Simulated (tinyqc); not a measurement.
Luttinger-Kohn k.p, four valence bands, step by step. One step of it, computed by the program tinyqc.

Question. Bloch Hamiltonian at k. P = c g1 k^2, Q = c g2 (kx^2 + ky^2 - 2 kz^2), R = c sqrt3 [-g2 (kx^2 - ky^2) + 2i g3 kx ky], S = 2 c sqrt3 g3 (kx - i ky) kz, c = hbar^2/2m = 3.809982 eV angstrom^2; rows [P+Q, -S, R, 0], [-S*, P-Q, 0, R], [R*, 0, P-Q, S], [0, R*, S*, P+Q]. The path ends lie at |k| = 0.05 1/angstrom.

Luttinger parameters chosen for this model; energies are counted downward from the top of the valence band:

| parameter | value | unit |
|---|---|---|
| g1 | 13.670000 |  |
| g2 | 4.580000 |  |
| g3 | 5.400000 |  |

k point k (1/angstrom): -0.031000  -0.044000  -0.009000

Give: H(k) at k.

Answer.

H(k) at k (eV), lower triangle (Hermitian):
```
                  3/2             1/2            -1/2    -3/2
3/2            0.2028
1/2   -0.0199-0.0282i          0.1074
-1/2   0.0295-0.0972i          0.0000          0.1074
-3/2           0.0000  0.0295-0.0972i  0.0199+0.0282i  0.2028
```
